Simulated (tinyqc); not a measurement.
Time-domain thermoreflectance: layered heat flow under a modulated pulse train, and what the signal ratio measures: one step, computed by the program tinyqc.

Pulses repeat at 80 MHz; heat is laid down at the surface, all layers are isotropic.

Task: Length and time scales. Penetration depth sqrt(kappa/(pi f C)); effusivity sqrt(kappa C); cooling time of the metal d C_m/G; Kapitza length kappa/G.

Inputs (values chosen for the exercise, modelled on aluminium on germanium): metal thickness d = 75 nm; metal heat capacity = 2.42 MJ/(m^3 K); boundary conductance G under the metal = 110 MW/(m^2 K); substrate conductivity kappa = 62.3 W/(m K); substrate heat capacity C = 1.72 MJ/(m^3 K); modulation frequency f = 1 MHz; spot radius w (1/e^2, pump and probe) = 11 micrometre.

Stack: metal, substrate.

Give: penetration depth; effusivity; cooling time of the metal; Kapitza length; depth over spot radius.

Result:

penetration depth = 3.396 micrometre

effusivity = 10352 W s^(1/2)/(m^2 K)

cooling time of the metal = 1650 ps

Kapitza length = 566.4 nm

depth over spot radius = 0.3087

The penetration depth is not small against the spot, so radial spreading in the substrate matters at f.
